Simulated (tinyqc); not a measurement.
Estimate of lattice thermal conductivity from elastic moduli (Slack, Klemens and Cahill formulas). Changing the grain size d. Computed by tinyqc, a small Python program. Command: `OMP_NUM_THREADS=1 python tinyqc.py 3019530 3019531 out.jsonl slack sweep`. One thread of a shared host (Intel(R) Xeon(R) Processor @ 2.30GHz), about 0.01 s of CPU time with the checks.

An isotropic solid.

Inputs (values chosen for the exercise, for a model crystal):
```
quantity,value,unit
bulk modulus B,362,GPa
shear modulus G,179,GPa
volume per atom V,17.5,angstrom^3
mean atomic mass M,41.5,u
atoms per primitive cell n,4,-
temperature T,300,K
disorder parameter Gamma,0.012,-
```

Grueneisen parameter: from the Poisson ratio.

Constants: u = 1.6605390666e-27 kg; hbar = 1.054571817e-34 J s; k_B = 1.380649e-23 J/K; h = 6.62607015e-34 J s.

Method:
- rho = M/V; vL = sqrt((B + 4G/3)/rho), vT = sqrt(G/rho); v_m = [(vL^-3 + 2 vT^-3)/3]^(-1/3); Poisson ratio sigma = (3B - 2G)/(6B + 2G); Theta = hbar v_m (6 pi^2/V)^(1/3)/k_B.
- Empirical rule gamma = (3/2) (1 + sigma)/(2 - 3 sigma).
- Slack, an estimate for T near or above Theta_a: kappa = A M Theta_a^3 delta n^(1/3)/(gamma^2 T) in W/(m K), with M in u, delta = V^(1/3) in angstrom, Theta_a = Theta n^(-1/3) and A = 2.43e-6/(1 - 0.514/gamma + 0.228/gamma^2).
- High-temperature forms with the classical heat capacity. Klemens: kappa/kappa_0 = arctan(u)/u, u^2 = pi^2 Theta V Gamma kappa_0/(h v_m^2). Grains: 1/kappa_poly = 1/kappa + 1/(C v_m d/3), C = 3 k_B/(n V), the acoustic branches alone.
- Cahill minimum: kappa_min = (pi/6)^(1/3) k_B V^(-2/3) sum over L, T, T of v (T/Theta_i)^2 int_0^(Theta_i/T) x^3 e^x/(e^x - 1)^2 dx, Theta_i = Theta v_i/v_m (64 Gauss-Legendre points).
- Its high-temperature limit is (1/2) (pi/6)^(1/3) k_B V^(-2/3) (vL + 2 vT).

One run for each value:
```
grain size d (nm),kappa of the polycrystal (W/(m K)),grain-boundary limit (W/(m K)),kappa_poly/kappa_min
5,6.489,7.4153e+00,4.798
20,18.877,2.9661e+01,13.958
50,30.539,7.4153e+01,22.581
200,44.188,2.9661e+02,32.673
500,48.526,7.4153e+02,35.880
2000,51.030,2.9661e+03,37.732
5000,51.563,7.4153e+03,38.125
20000,51.833,2.9661e+04,38.325
50000,51.887,7.4153e+04,38.366
```

What does the table show, and why?

Over the rows, kappa of the polycrystal (W/(m K)) rises from 6.49 to 51.9 (exponent d ln y / d ln x 0.77 between the first rows and 0.0011 between the last); grain-boundary limit (W/(m K)) rises from 7.42 to 74200 (exponent d ln y / d ln x about 1.00 throughout); kappa_poly/kappa_min rises from 4.80 to 38.4 (exponent d ln y / d ln x 0.77 between the first rows and 0.0011 between the last). At the high end the exponent of kappa of the polycrystal is 0.00, close to 0: grains are larger than the free path. The two resistivities add, so grains matter once the boundary limit, proportional to d, falls to the size of kappa with point defects.

Caution (all rows): T lies below Theta_a, where umklapp processes begin to freeze out and the Slack formula can fall short.

Extremes, crossings and ranges named in words are read from the listed rows.
